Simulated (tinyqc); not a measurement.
Trap density from one capacitance.

Inverse problem. Traps spread evenly through the insulator exchange electrons with the semiconductor by tunnelling, with tau(x) = t0 exp(2 ka x) at depth x from the interface. The admittance per area Y seen at depth x obeys dY/dx = -Y^2/(i w eps0 eox) + q Nb ln(1 + i w tau)/tau, with Y(0) = i w Cs and w = 2 pi f; the gate sees Y(tox) = G + i w C. Working variable y = Y/(i w), in uF/cm^2. Cox = eps0 eox/tox. Find Nb and G/w.

Values chosen for this exercise:
- eox = 18.8 (relative permittivity of the insulator)
- tox = 4.4 nm (insulator thickness)
- Cs = 4.5 uF/cm^2 (semiconductor capacitance in accumulation)
- ka = 4.4 1/nm (decay constant of the wave function in the insulator)
- t0 = 6e-10 s (time constant of a trap at the interface)
- f = 1e6 Hz (frequency)

Constants: q = 1.602176634e-19 C, eps0 = 8.8541878128e-14 F/cm where lengths are in cm. Results are converted to the units shown.

C = 2.1466959 uF/cm^2

Answer. C rises steadily with Nb, so one density matches; in practice ka and t0 must come from the frequency dependence.

Nb = 3.10e19 cm^-3 eV^-1
G/w = 0.0249 uF/cm^2

Computed by the program tinyqc: `OMP_NUM_THREADS=1 python tinyqc.py 2202059 2202060 out.jsonl`, one thread of a shared Intel Xeon 2.30GHz, about 0.3 s for the whole run.
